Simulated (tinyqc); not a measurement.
# Finite-size error of a charged defect in a periodic cell: Madelung and Makov-Payne terms, step by step

A worked calculation. Computed by tinyqc, a small Python program that keeps every step. Command: `OMP_NUM_THREADS=1 python tinyqc.py 3003940 3003941 out.jsonl imagecharge walk`. One thread of a shared host (Intel(R) Xeon(R) Processor @ 2.30GHz), about 0.03 s of CPU time with the checks. Intermediate numbers are printed to about 6 digits and carried at full precision; extremes and crossings named in words are read from the listed rows.

L is the cube root of the cell volume. The defect charge is a Gaussian, rho(r) = q (2 pi sigma^2)^(-3/2) exp(-r^2/2 sigma^2), repeated periodically in a uniform neutralising background and screened by a continuum. The model cell energy is E(L) = E_0 + [periodic - isolated electrostatic energy].

Inputs (values chosen for the exercise, for a model uniaxial host): charge q = 1 e; cell length L = 14.3 angstrom; dielectric constant eps_xy = 9.54; dielectric constant eps_z = 17.1; axis ratio c/a = 1.7; width sigma of the defect charge = 1.3 angstrom; formation energy of the isolated defect E_0 = 3.474 eV.

Supercell lattice: tetragonal. Screening: uniaxial.

scatter added to the six cells, standing for numerical noise (meV): [2.6, -0.39, 5.2, 2.9, 2.2, 3.6]

Constants: e^2/(4 pi eps_0) = 14.39964548 eV angstrom.

## The cell

Cell vectors: (1,0,0), (0,1,0), (0,0,c/a), scaled to volume L^3.

cell vectors (rows) (angstrom):
$$\begin{pmatrix}
11.9817 & 0.0000 & 0.0000 \\
0.0000 & 11.9817 & 0.0000 \\
0.0000 & 0.0000 & 20.3690
\end{pmatrix}$$

nearest image = 11.9817 angstrom

## Madelung energy

Ewald sum for a unit point charge: scale each Cartesian component of the cell by 1/sqrt(eps_i), giving R', G' and V'; E = [ (1/2) sum erfc(eta R')/R' + (2 pi/V') sum exp(-G'^2/4 eta^2)/G'^2 - eta/sqrt(pi) - pi/(2 V' eta^2) ] e^2/(4 pi eps_0) / sqrt(eps_x eps_y eps_z), over n_i = -6..6, omitting n = (0,0,0), eta = 2/V'^(1/3). alpha = -2 E eps_g L/(e^2/(4 pi eps_0)), eps_g = (eps_x eps_y eps_z)^(1/3).

terms for a unit charge (eV): real space 0.0017968, reciprocal 0.0095700, self -0.0980483, background -0.0341228

Madelung constant alpha = 2.78053

point-charge correction -q^2 E = 0.120804 eV

Cubic cells have alpha = 2.837 (sc) to 2.888 (fcc, bcc); this cell is near that range.

## Energy of the smeared charge in the cell

Periodic energy of the Gaussian: (2 pi q^2/V) sum_(G != 0) exp(-sigma^2 G^2)/(G.eps.G) x e^2/(4 pi eps_0), n_i = -k..k with k = max(9, L/sigma rounded up). Isolated energy: q^2/(2 sqrt(pi) sigma) <1/(n.eps.n)> e^2/(4 pi eps_0), the mean over directions n (64 Gauss-Legendre points in cos(theta)).

periodic energy = 0.152095 eV

isolated energy = 0.267624 eV

finite-size error = -0.115529 eV

E(L) = 3.35847 eV

## A series of cells

Cells of the same shape with L scaled by 0.7, 0.85, 1, 1.25, 1.5 and 2; the scatter is added to E(L). The point-charge correction scales as 1/L from its value at the input L.

Scaling data:
```
L (angstrom)  1/L (1/angstrom)  E(L) (eV)  E(L) + point-charge correction (eV)
10.010               0.0999001    3.31951                              3.49208
12.155               0.0822707    3.34010                              3.48222
14.300               0.0699301    3.36367                              3.48447
17.875               0.0559441    3.38295                              3.47959
21.450               0.0466200    3.39722                              3.47776
28.600               0.0349650    3.41785                              3.47826
```

## Ways to reach the isolated limit

Least-squares fits of E(L) to a + b/L, a + c/L^3 or a + b/L + c/L^3; the estimate is a, and errors are against E_0.

Estimates of E_0:
```
way                              estimate (eV)  error (meV)
largest cell, uncorrected              3.41785      -56.146
largest cell, point-charge term        3.47826        4.256
1/L fit, three smallest                3.46316      -10.836
1/L fit, all six                       3.46923       -4.767
1/L^3 fit, all six                     3.40597      -68.034
1/L and 1/L^3, three smallest          3.58326      109.258
1/L and 1/L^3, all six                 3.47849        4.485
corrected data, 1/L^3 fit              3.47718        3.181
```

coefficient b of the full fit = -1.75914 eV angstrom

Best here: corrected data, 1/L^3 fit (+3.2 meV); worst: 1/L and 1/L^3, three smallest (+109 meV). The fitted b is 101.8 % of the Madelung value -q^2 alpha e^2/(8 pi eps_0 eps_g), so such a fit also measures the screening. The three-term fit to three small cells has no spare point and magnifies the scatter.

## One dielectric constant for an anisotropic host?

The same sum with an isotropic constant in place of the tensor, the means being taken over (eps_xy, eps_xy, eps_z); errors against the tensor result.

Point-charge correction:
```
constant           value  correction (eV)  error (meV)
eps_xy            9.5400         0.133523      12.7191
eps_z            17.1000         0.074492     -46.3123
arithmetic mean  12.0600         0.105623     -15.1813
geometric mean   11.5886         0.109920     -10.8848
harmonic mean    11.1889         0.113846      -6.9580
```

The tensor gives 0.1208 eV. Closest is harmonic mean (-7.0 meV) and furthest eps_z (-46.3 meV); anisotropy also changes the effective shape of the cell, which no single constant captures.

Checks made by the program: the same sum with another eta (relative difference below 1e-10).
